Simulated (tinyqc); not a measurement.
Temperature and repopulation: deformation-potential model of the L valleys of a conduction band.

Valleys with axes along [111], [1-1-1], [-11-1] and [-1-11], one whole valley each. Herring-Vogt shift of a valley with unit axis a: dE = Xd tr(e) + Xu a.e.a. Non-degenerate shares n_i = exp(-dE_i/kT)/sum_j exp(-dE_j/kT). Inverse mass tensor of a valley: (1 - a a)/mt + a a/ml; the masses are taken as independent of strain.

s11 = (C11 + C12)/((C11 - C12)(C11 + 2 C12)), s12 = -C12/((C11 - C12)(C11 + 2 C12)), s44 = 1/C44; exx = s11 sxx + s12 (syy + szz) and cyclic, exy = s44 sxy/2; tension is positive. A uniaxial stress X along the unit vector n is s_ij = X n_i n_j.

Constants: kB = 8.617333262e-05 eV/K.

Inputs chosen for the exercise (near those of Ge; not measured data): ml = 1.562 m0 (longitudinal mass); mt = 0.079 m0 (transverse mass); Xd = -6.17 eV (dilation potential); Xu = 16.83 eV (uniaxial potential); C11 = 125.8 GPa; C12 = 49.7 GPa; C44 = 65 GPa; load = uniaxial [111] (kind of stress); X = 0.26 GPa (stress).

The load is fixed; m_c along [110] as 1/(u.M.u).

Results:

| T (K) | kT (meV) | n [111] | n [1-1-1] | n [-11-1] | n [-1-11] | m_c (m0) |
|---|---|---|---|---|---|---|
| 50 | 4.31 | 0.000 | 0.333 | 0.333 | 0.333 | 0.1001 |
| 77 | 6.64 | 0.004 | 0.332 | 0.332 | 0.332 | 0.1003 |
| 150 | 12.93 | 0.032 | 0.323 | 0.323 | 0.323 | 0.1019 |
| 225 | 19.39 | 0.066 | 0.311 | 0.311 | 0.311 | 0.1038 |
| 300 | 25.85 | 0.095 | 0.302 | 0.302 | 0.302 | 0.1055 |
| 400 | 34.47 | 0.123 | 0.292 | 0.292 | 0.292 | 0.1072 |
| 500 | 43.09 | 0.143 | 0.286 | 0.286 | 0.286 | 0.1084 |

The largest share falls from 0.333 at 50 K to 0.286 at 500 K (equal shares: 0.250); m_c goes from 0.1001 to 0.1084, against 0.1156 without stress. Only spread/kT enters, so the small-stress response goes as 1/T.

Program tinyqc; command `OMP_NUM_THREADS=1 python tinyqc.py 1051098 1051099 out.jsonl`; about 0.03 s on one thread of a shared Intel(R) Xeon(R) Processor @ 2.30GHz.
